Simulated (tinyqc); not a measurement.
# Floating body of a partially depleted SOI transistor: body voltage and kink, step by step

Computed by the program tinyqc: `OMP_NUM_THREADS=1 python tinyqc.py 2182061 2182062 out.jsonl`, one thread of a shared Intel Xeon 2.30GHz, about 0.2 s for the whole run. Printed values are rounded.

Source at 0 V. Channel current Ic = 2 nf K Vt^2 [F(0) - F(Vd)](1 + la Vd), F(V) = ln^2(1 + exp((Vg - VT - nf V)/(2 nf Vt))), VT = VT0 - gb Vb. Saturation voltage Vs = 2 Vt sqrt(F(0)) + 3 Vt, excess Ve = (Vd - Vs + sqrt((Vd - Vs)^2 + 0.0004 V^2))/2, multiplication M1 = Ai Ve exp(-Bl/Ve). Each junction passes D(v) = J1 (exp(v/Vt) - 1) + J2 (exp(v/(2 Vt)) - 1). Bipolar current Ib = bb J1 (exp(Vb/Vt) - 1). The body settles where M1 (Ic + Ib) = D(Vb) + D(Vb - Vd) + Vb/Rb; drain current Id = (1 + M1)(Ic + Ib) - D(Vb - Vd).

Parameters, values chosen for the exercise; values of the order met in partially depleted silicon-on-insulator transistors:

| symbol | value | unit | meaning |
|---|---|---|---|
| T | 330 | K | temperature |
| VT0 | 0.32 | V | threshold at zero body voltage |
| gb | 0.15 |  | fall of the threshold per volt of body voltage |
| nf | 1.44 |  | slope factor |
| K | 240 | uA/(V^2 um) | gain factor per width |
| la | 0.08 | 1/V | channel-length modulation factor |
| Ai | 3.55 | 1/V | impact-ionisation prefactor |
| Bl | 4.1 | V | impact-ionisation voltage |
| J1 | 1.3e-12 | uA/um | diffusion saturation current of each junction |
| J2 | 1.7e-7 | uA/um | recombination saturation current of each junction |
| bb | 0.5 |  | gain of the lateral bipolar transistor on the diffusion current |
| Rb | 1e9 | kohm um | resistance of a weak body tie to the source (1e9 stands for no tie, and the term is then dropped) |
| Vg | 0.42 | V | gate voltage |
| Vd | 2.5 | V | drain voltage |

Constants: q = 1.602176634e-19 C, kB = 1.380649e-23 J/K, Vt = kB T/q. Results are converted to the units shown.

Range of the model: The multiplication law is an empirical form chosen for the exercise; self-heating and capacitive coupling to the body are left out, and the linear laws are rough once Vb passes about 0.7 V or M1 about 0.1.

## Starting value

Vb = 0.92 V.

Vb at the start = 0.92 V

## Iteration 1: new Vb

Current into the body I_in = M1 (Ic + Ib) - D(Vb - Vd), current out I_out = D(Vb) + Vb/Rb; f = ln(I_in/I_out), s = df/dVb by central differences over 1e-5 V, Vb(new) = Vb - f/s.

Ic = 5.87389 uA/um
Ve = 2.24643 V
M1 = 1.28553
I_in = 101.369 uA/um
I_out = 147.761 uA/um
f = -0.376834
s = -2.44192 1/V
Vb after iteration 1 = 0.765681 V

## Iteration 2: new Vb

As before.

Ic = 4.86594 uA/um
Ve = 2.26155 V
M1 = 1.31007
I_in = 6.79517 uA/um
I_out = 0.761355 uA/um
f = 2.18887
s = -29.1618 1/V
Vb after iteration 2 = 0.840740 V

## Iteration 3: new Vb

As before.

Ic = 5.34225 uA/um
Ve = 2.25422 V
M1 = 1.29816
I_in = 12.7705 uA/um
I_out = 9.43740 uA/um
f = 0.302458
s = -17.7233 1/V
Vb after iteration 3 = 0.857806 V

## Course of the iteration

Stop when the step is below 1e-10 V, or after 40 iterations.

Course of the iteration:
```
iteration  Vb before the step (V)  step (V)
1                            0.92    -0.154
2                        0.765681    0.0751
3                        0.840740    0.0171
4                        0.857806   3.05e-3
5                        0.860855   1.00e-4
6                        0.860955   1.06e-7
7                        0.860955  1.20e-13
```

Converged in 7 iterations.

## Drain current with floating and with grounded body

converged Vb = 0.860955 V

Id and VT at the converged Vb, Id at Vb = 0, their ratio, and the bipolar share Ib/(Ic + Ib).

VT = 0.190857 V
Id, floating = 33.5658 uA/um
Id, grounded = 3.55961 uA/um
ratio = 9.42963
bipolar share = 62.5664 %

The body rises to 0.861 V and lowers the threshold by 129 mV.
